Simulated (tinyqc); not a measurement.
Semiconductor laser, carrier and photon rate equations: effect of the gain coefficient on threshold and bandwidth.

Carrier density N and photon density S in one mode: dN/dt = F1 = eta I/(q V) - (A N + B N^2 + C N^3) - vg g S; dS/dt = F2 = G vg g S + G be B N^2 - S/tp, with g = g0 ln(N/Ntr)/(1 + ec S). Output power P = Fo Eph S V/(G tp). No heating, no carrier transport.

gth = 1/(G vg tp), Nth = Ntr exp(gth/g0), Ith = q V (A Nth + B Nth^2 + C Nth^3)/eta. N and S are the steady state (F1 = F2 = 0, S > 0). Jacobian, with a = g0/(N (1 + ec S)) and d = g/(1 + ec S): J11 = -(A + 2 B N + 3 C N^2) - vg a S, J12 = -vg d, J21 = G vg a S + 2 G be B N, J22 = G vg d - 1/tp. wR^2 = det J, gamma = -trace J, fR = wR/(2 pi); the response wR^2/(wR^2 - w^2 + i gamma w) falls to 1/sqrt(2) at w^2 = x + sqrt(x^2 + wR^4), x = wR^2 - gamma^2/2 (f3dB = w/(2 pi)).

Parameters, values chosen for the exercise: active volume V = 2.7e-11 cm^3; confinement factor G = 0.065; group velocity vg = 7.27e9 cm/s; transparency density Ntr = 2e18 cm^-3; gain compression ec = 1.4e-17 cm^3; photon lifetime tp = 3.9 ps; defect recombination coefficient A = 1.4e8 1/s; radiative coefficient B = 1.2e-10 cm^3/s; Auger coefficient C = 1.3e-29 cm^6/s; share of spontaneous emission into the mode be = 5.8e-5; injection efficiency eta = 0.92; share of cavity losses that is output Fo = 0.62; photon energy Eph = 1.27 eV; drive current I = 15 mA.

Constants: q = 1.602176634e-19 C. Results are converted to the units shown.

Effect of the gain coefficient on threshold and bandwidth:
```
g0 (1/cm),Ith (mA),P (mW),fR (GHz),gamma (1/ns),f3dB (GHz)
930,12.424,1.8475,1.3039,2.2967,1.9977
1200,9.5434,3.9280,2.2963,3.1495,3.5379
1500,7.9909,5.0563,3.0422,3.9258,4.6916
2000,6.7136,5.9872,3.9946,5.0868,6.1615
2500,6.0573,6.4663,4.7665,6.1918,7.3500
3300,5.4885,6.8816,5.7978,7.9228,8.9330
4200,5.1411,7.1354,6.7774,9.8512,10.431
```

As g0 goes from 930 to 4200 1/cm, Ith falls from 12.4 to 5.14 mA, fR rises from 1.30 to 6.78 GHz, gamma rises from 2.30 to 9.85 1/ns and f3dB rises from 2.00 to 10.4 GHz.

Numbers from tinyqc (`OMP_NUM_THREADS=1 python tinyqc.py 2840019 2840020 out.jsonl`; about 0.01 s on one thread of a shared Intel Xeon 2.30GHz).
